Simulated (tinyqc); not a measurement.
# Gain factor and gap resistance from two string resistances

Problem. At small bit-line voltage each of the 96 cells has the resistance 1/(K x) at overdrive x (no mobility reduction) in series with a gap resistance Rg. Find K, Rg and the share of the gaps at the higher overdrive.

resistance of a string of 96 equal cells at overdrives of 3.7 and 7.9 V (kohm): [1484.2811, 909.52911]

Answer. The resistance per cell is a straight line in 1/x with slope 1/K and intercept Rg.

K = 24.0 uA/V^2
Rg = 4.20 kohm
share of the gaps = 44.3 %

tinyqc, about 0.4 s, one thread, Intel Xeon 2.30GHz (shared host): `OMP_NUM_THREADS=1 python tinyqc.py 2142044 2142045 out.jsonl`
